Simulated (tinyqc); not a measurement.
## Front-illuminated p-i-n photodiode, quantum efficiency and bandwidth: efficiency and bandwidth against the thickness of the depleted layer

Light enters through a p layer (0 to xp), a depleted layer (xp to xp + wi) and a thick n substrate, decaying as exp(-al x); one pass, no back reflection. Carriers made in the depleted layer are all collected; those in the neutral layers diffuse.

k = al Ln, s = S Ln/Dn, e = exp(-al xp); front layer f1 = (k/(k^2 - 1)) {[s + k - e (s cosh(xp/Ln) + sinh(xp/Ln))]/[s sinh(xp/Ln) + cosh(xp/Ln)] - k e}; depleted layer f2 = e (1 - exp(-al wi)); substrate f3 = e exp(-al wi) al Lp/(1 + al Lp); external efficiency (1 - Rf)(f1 + f2 + f3); responsivity = efficiency q lam/(h c). Drift response for pairs made in the depleted layer, a = al wi, g = 1 - exp(-a), u = 2 pi i f, te = wi/ve, th = wi/vh: electrons He = [g - a (exp(-a) - exp(-u te))/(u te - a)]/(u te g), holes Hh = [g - a (1 - exp(-a - u th))/(a + u th)]/(u th g); C = eps0 eps_r pi (dia/2)^2/wi + Cp; total |He + Hh|/sqrt(1 + (2 pi f RL C)^2), for the current of the depleted layer alone. Limits are the frequencies at which each factor falls to 1/sqrt(2); inverse-square sum (f_transit^-2 + f_RC^-2)^(-1/2); the diffusion currents f1 and f3 are left out of the bandwidth.

Inputs (values chosen for the exercise); values close to those of silicon at this wavelength: wavelength lam = 850 nm; absorption coefficient al = 513 1/cm; reflectance of the front face Rf = 0.05; relative permittivity eps_r = 12.2; thickness of the front p layer xp = 0.072 um; electron diffusion coefficient in the p layer Dn = 5 cm^2/s; electron diffusion length in the p layer Ln = 9.7 um; recombination velocity of the front surface S = 70000 cm/s; hole diffusion length in the thick n substrate Lp = 6.8 um; electron drift velocity ve = 9.92e6 cm/s; hole drift velocity vh = 7.23e6 cm/s; diameter dia = 48 um; load resistance RL = 50 ohm; parasitic capacitance Cp = 9 fF.

Constants: q = 1.602176634e-19 C, h = 6.62607015e-34 J s, c = 299792458 m/s, eps0 = 8.8541878128e-14 F/cm where lengths are in cm. Results are converted to the units shown.

Result of one run:

| wi (um) | f2 | f1 + f3 | responsivity (A/W) | transit limit (GHz) | RC limit (GHz) | 3 dB bandwidth (GHz) | inverse-square sum (GHz) | bandwidth x (1 - Rf) f2 (GHz) |
|---|---|---|---|---|---|---|---|---|
| 4.5 | 0.2054 | 0.2081 | 0.2693 | 10.21 | 60.70 | 10.01 | 10.07 | 1.953 |

What becomes of these results when the thickness of the depleted layer wi is changed from 4.5 to 36 um, all else the same?

Result of the changed run:

| wi (um) | f2 | f1 + f3 | responsivity (A/W) | transit limit (GHz) | RC limit (GHz) | 3 dB bandwidth (GHz) | inverse-square sum (GHz) | bandwidth x (1 - Rf) f2 (GHz) |
|---|---|---|---|---|---|---|---|---|
| 36 | 0.8392 | 0.04416 | 0.5753 | 1.361 | 220.6 | 1.360 | 1.361 | 1.085 |

The whole series:

| wi (um) | f2 | f1 + f3 | responsivity (A/W) | transit limit (GHz) | RC limit (GHz) | 3 dB bandwidth (GHz) | inverse-square sum (GHz) | bandwidth x (1 - Rf) f2 (GHz) |
|---|---|---|---|---|---|---|---|---|
| 0.94 | 0.04690 | 0.2491 | 0.1928 | 48.37 | 14.67 | 13.84 | 14.04 | 0.6167 |
| 1.6 | 0.07851 | 0.2409 | 0.2080 | 28.47 | 24.27 | 17.68 | 18.47 | 1.319 |
| 2.7 | 0.1289 | 0.2279 | 0.2323 | 16.93 | 39.11 | 15.12 | 15.54 | 1.852 |
| 4.5 | 0.2054 | 0.2081 | 0.2693 | 10.21 | 60.70 | 10.01 | 10.07 | 1.953 |
| 7.5 | 0.3182 | 0.1789 | 0.3238 | 6.178 | 90.78 | 6.157 | 6.164 | 1.861 |
| 13 | 0.4849 | 0.1358 | 0.4042 | 3.615 | 132.4 | 3.613 | 3.614 | 1.665 |
| 21 | 0.6571 | 0.09126 | 0.4874 | 2.278 | 173.9 | 2.278 | 2.278 | 1.422 |
| 36 | 0.8392 | 0.04416 | 0.5753 | 1.361 | 220.6 | 1.360 | 1.361 | 1.085 |
| 60 | 0.9504 | 0.01538 | 0.6290 | 0.8265 | 259.7 | 0.8265 | 0.8265 | 0.7463 |

As wi goes from 0.94 to 60, the responsivity rises from 0.193 to 0.629 A/W and the bandwidth goes from 13.8 through a maximum of 17.7 (at wi = 1.6 among the rows listed) to 0.827 GHz. The RC limit is the lower one for wi = 0.94, 1.6, the transit limit elsewhere. Adding inverse squares of the two limits is within 4.5 % of the full result. The product of bandwidth and fast efficiency goes from 0.617 through a maximum of 1.95 (at wi = 4.5 among the rows listed) to 0.746 GHz. For wi = 0.94, 1.6, 2.7, 4.5, 7.5 the diffusion currents exceed 0.3 of the drift current; their own response times, left out, may then shape the whole response.

Program tinyqc, `OMP_NUM_THREADS=1 python tinyqc.py 2250036 2250037 out.jsonl`; Intel Xeon 2.30GHz, shared host, one thread, about 0.01 s.
